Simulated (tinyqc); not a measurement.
Bandgap voltage reference from two bipolar transistors: two steps of the calculation.

Two transistors of area 1 and N carry the same current I. Is(T) = Is (T/T0)^eta exp[(Vg0 q/kB)(1/T0 - 1/T)], VBE1 = Vt ln(I/Is(T)) + I rb, VBE2 = Vt ln(I/(N Is(T))) + I rb/N. The amplifier forces I R1(T) = VBE1 - VBE2 + Vos, with R(T) = R (1 + tc (T - T0)) for both resistors, and the output is Vref = VBE1 + I R2(T). Base currents and the Early effect are neglected.

Values chosen for this exercise; values of the order met in silicon bipolar transistors: reference temperature T0 = 300 K; band-gap voltage extrapolated to 0 K Vg0 = 1.158 V; temperature exponent of the saturation current eta = 4.2; saturation current of the unit transistor at T0 Is = 8.1e-18 A; area ratio of the second transistor N = 8; resistor across which the difference of VBE falls, at T0 R1 = 2 kohm; temperature coefficient of both resistors tc = 500 ppm/K; offset of the amplifier Vos = 0 mV; series resistance of the unit transistor rb = 29 ohm; output resistor at T0 R2 = 18.89 kohm; temperature T = 253 K.

Constants: q = 1.602176634e-19 C, kB = 1.380649e-23 J/K. Results are converted to the units shown.

Question 1. Operating point at another temperature. Vt = kB T/q; I = (Vt ln N + Vos)/(R1(T) - rb (1 - 1/N)).

Find: Vt; I; Is(T); VBE1; I R2; Vref.

Answer 1.

Vt = 0.021802 V
I = 23.519 uA
Is(T) = 9.6335e-22 A
VBE1 = 0.82335 V
I R2 = 0.43383 V
Vref = 1.2572 V

From T0 to T, VBE1 changes by 76.9 mV and I R2 by -80.4 mV, which leaves -3.53 mV in Vref.

Question 2. Resistor for zero slope at T0, ideal case. With tc = 0, Vos = 0 and rb = 0 the current is proportional to T, dVBE/dT = (VBE - Vg0 - (eta - 1) Vt)/T, and Vref has zero slope at T0 when Vref = Vg0 + (eta - 1) Vt0. Find VBE1, its slope, that Vref, R2/R1 and the curvature d2Vref/dT2 = -(eta - 1) kB/(q T0).

Wanted: VBE1; dVBE/dT; Vref; R2/R1; curvature.

Answer 2.

VBE1 = 0.7453 V
dVBE/dT = -1.651 mV/K
Vref = 1.241 V
R2/R1 = 9.215
curvature = -0.9192 uV/K^2

Program tinyqc, `OMP_NUM_THREADS=1 python tinyqc.py 2062119 2062120 out.jsonl`; Intel Xeon 2.30GHz, shared host, one thread, about 0.02 s.
